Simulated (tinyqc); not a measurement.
Inputs raised by 2 %, one at a time: thermal stress and diffusional relaxation in a metal film: Coble and Nabarro-Herring creep, cooling and holds. Computed by tinyqc, a small Python program. Command: `OMP_NUM_THREADS=1 python tinyqc.py 3030415 3030416 out.jsonl creep sens`. One thread of a shared host (Intel(R) Xeon(R) Processor @ 2.30GHz), about 0.1 s of CPU time with the checks.

A thin film on a rigid substrate is stress-free at T0. Tension is positive and the film creeps linearly: d sigma/dt = -M (mismatch) dT/dt - sigma/tau.

Inputs (values chosen for the exercise, modelled on gold films on silicon):
```
quantity                           value        unit
biaxial modulus M                    130         GPa
expansion mismatch                  10.9      1e-6/K
atomic volume Omega                   17  angstrom^3
lattice prefactor D0             1.2e-05       m^2/s
lattice energy E                    1.84          eV
boundary prefactor (delta D_b)0  2.6e-16       m^3/s
boundary energy E_b                0.864          eV
grain size d                        0.58          um
stress-free temperature T0           250           C
hold temperature T                   220           C
hold time t                         0.01           h
cooling rate                          30       C/min
```

Constants: k_B = 1.380649e-23 J/K; k_B = 8.617333262e-05 eV/K.

Method:
- Thermoelastic slope = M x mismatch; sigma_0 = slope x (T0 - T).
- Creep rate per stress: Nabarro-Herring 14 D Omega/(k_B T d^2), Coble (14 pi) delta D_b Omega/(k_B T d^3), with D = D0 exp(-E/(k_B T)), delta D_b = (delta D_b)0 exp(-E_b/(k_B T)); 1/tau = M x (sum of both)/2 (biaxial strain rate is half the uniaxial one).
- Temperatures in kelvin are T(C) + 273.15.
- sigma(t) = sigma_0 exp(-t/tau), relaxed part sigma_0 - sigma(t); the grain size where both mechanisms are equal is pi delta D_b/D.
- Cooling from T0 at the constant rate: d sigma/dT = -slope + sigma/(tau(T) x rate), integrated to 25 C (stiff solver, tolerance 1e-9).
- Effective stress-free temperature T_eff = 25 C + sigma/slope.

Runs; columns: (1) input moved; (2) from; (3) to; (4) relaxation time tau (h); (5) stress relaxed during the hold (MPa); (6) stress at 25 C (MPa); (7) stress after the hold (MPa):
```
(1)                                          (2)        (3)       (4)     (5)     (6)     (7)
base run                                       -          -  0.019730  16.902  272.35  25.608
biaxial modulus M (GPa)                      130      132.6  0.019343  17.503  277.22  25.857
boundary prefactor (delta D_b)0 (m^3/s)  2.6e-16  2.652e-16  0.019343  17.160  271.79  25.350
boundary energy E_b (eV)                   0.864    0.88128  0.029630  12.177  283.81  30.333
grain size d (um)                           0.58     0.5916  0.020938  16.142  274.04  26.368
hold time t (h)                             0.01     0.0102  0.019730  17.160  272.35  25.350
cooling rate (C/min)                          30       30.6  0.019730  16.902  272.92  25.608
lattice prefactor D0 (m^2/s)             1.2e-05  1.224e-05  0.019730  16.902  272.35  25.608
```

Exponents ln(y'/y) / ln(x'/x):
```
input                            relaxation time tau  stress relaxed during the hold  stress at 25 C  stress after the hold
biaxial modulus M                             -1.000                           1.766           0.895                  0.488
boundary prefactor (delta D_b)0               -1.000                           0.766          -0.105                 -0.512
boundary energy E_b                           20.534                         -16.558           2.080                  8.551
grain size d                                   3.000                          -2.322           0.311                  1.476
hold time t                                    0.000                           0.766           0.000                 -0.512
cooling rate                                   0.000                           0.000           0.104                  0.000
lattice prefactor D0                           0.000                           0.000           0.000                  0.000
```

Among the inputs moved here: relaxation time tau answers most in size to boundary energy E_b (exponent +20.534), next to grain size d (+3.000); its exponent is below 0.0005 for hold time t, cooling rate, lattice prefactor D0. Its exponent -1.000 in biaxial modulus M: a stiffer film needs less strain to relax. Its exponent -1.000 in boundary prefactor (delta D_b)0: boundary diffusion carries the creep. Stress relaxed during the hold answers most in size to boundary energy E_b (exponent -16.558), next to grain size d (-2.322); its exponent is below 0.0005 for cooling rate, lattice prefactor D0. Stress at 25 C answers most in size to boundary energy E_b (exponent +2.080), next to biaxial modulus M (+0.895); its exponent is below 0.0005 for hold time t, lattice prefactor D0. Stress after the hold answers most in size to boundary energy E_b (exponent +8.551), next to grain size d (+1.476); its exponent is below 0.0005 for cooling rate, lattice prefactor D0.

Caution (all rows): bulk creep laws overstate relaxation in a bonded film, where the substrate constrains boundary diffusion, and dislocation glide is left out. Caution (all rows): bulk creep laws overstate relaxation in a bonded film, and dislocation glide would cap stresses above the yield stress.
